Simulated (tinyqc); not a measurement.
Changing the dose Q: implant damage, amorphisation by cascade overlap, and solid-phase epitaxial regrowth. Computed by tinyqc, a small Python program. Command: `OMP_NUM_THREADS=1 python tinyqc.py 3111955 3111956 out.jsonl sper sweep`. One thread of a shared host (Intel(R) Xeon(R) Processor @ 2.30GHz), about 0.01 s of CPU time with the checks.

Range and width of the damage are inputs. Dynamic annealing enters only through the surviving share f.

Inputs (values chosen for the exercise, modelled on germanium ions in germanium):
```
quantity                           value    unit
atomic density N                    44.2  1/nm^3
ion Z1                                32       -
ion mass M1                         72.6       u
target Z2                             32       -
target mass M2                     72.63       u
ion energy E                          42     keV
displacement energy E_d               15      eV
depth of the damage peak R_d          18      nm
width of the damage profile s_d       12      nm
share of defects that survive f     0.77       -
critical displaced share x_c        0.11       -
regrowth prefactor v0            2.4e+16    nm/s
regrowth energy E_a                 2.15      eV
anneal temperature                   438       C
rate relative to (100)              0.33       -
peak enhancement by the dopant        12       -
```

Constants: a_0 = 0.529177210903 angstrom; e^2/(4 pi eps_0) = 14.39964548 eV angstrom; k_B = 8.617333262e-05 eV/K.

Method:
- Robinson partition: eps = E a M2/(Z1 Z2 (e^2/(4 pi eps_0)) (M1 + M2)), a = 0.8853 a_0/sqrt(Z1^(2/3) + Z2^(2/3)); k = 0.0793 Z1^(2/3) Z2^(1/2) (M1 + M2)^(3/2)/((Z1^(2/3) + Z2^(2/3))^(3/4) M1^(3/2) M2^(1/2)); damage energy T_d = E/(1 + k (eps + 0.40244 eps^(3/4) + 3.4008 eps^(1/6))); displacements nu = 0.8 T_d/(2 E_d).
- Displaced share x(z) = f nu Q exp(-(z - R_d)^2/(2 s_d^2))/(sqrt(2 pi) s_d N); the layer is amorphous where x > x_c, between R_d -/+ s_d sqrt(2 ln(x_max/x_c)), the upper edge being cut at the surface. Threshold dose Q_c = Q x_c/x_max.
- Displaced atoms per area beyond the lower edge z2: f nu Q (1/2) erfc((z2 - R_d)/(sqrt2 s_d)); they are not removed by regrowth.
- v = v0 x orientation factor x exp(-E_a/(k_B T)) x [1 + (enhancement - 1) exp(-(z - R_d)^2/(2 s_d^2))], T = anneal temperature + 273.15 K; the dopant is taken to follow the damage profile; the lower front moves from the lower edge z2 to the surface, or to the middle (z1 + z2)/2 of a buried layer with upper edge z1; time = int dz/v; the equivalent undoped distance is that time times the undoped velocity.

One run for each value:
```
dose Q (1/cm^2)  lower edge (nm)  upper edge (nm)  displaced atoms beyond z2 (1/cm^2)  time with enhancement (s)
3.00e+13                  25.839           10.161                          4.6489e+15                     0.1520
6.20e+13                  34.447            1.553                          3.1893e+15                     0.4070
1.30e+14                  39.994            0.000                          2.6210e+15                     1.1855
2.60e+14                  44.141            0.000                          2.3041e+15                     1.5527
5.40e+14                  47.898            0.000                          2.0726e+15                     2.0282
1.10e+15                  51.148            0.000                          1.9047e+15                     2.5517
2.30e+15                  54.211            0.000                          1.7683e+15                     3.1211
4.70e+15                  56.949            0.000                          1.6611e+15                     3.6716
9.70e+15                  59.542            0.000                          1.5703e+15                     4.2141
2.00e+16                  61.978            0.000                          1.4932e+15                     4.7345
```

Describe the trends.

Over the rows, lower edge (nm) rises from 25.8 to 62.0 (exponent d ln y / d ln x 0.40 between the first rows and 0.055 between the last); upper edge (nm) falls from 10.2 to 0, flat over part of the range; displaced atoms beyond z2 (1/cm^2) falls from 4.65e15 to 1.49e15 (exponent d ln y / d ln x -0.52 between the first rows and -0.070 between the last).
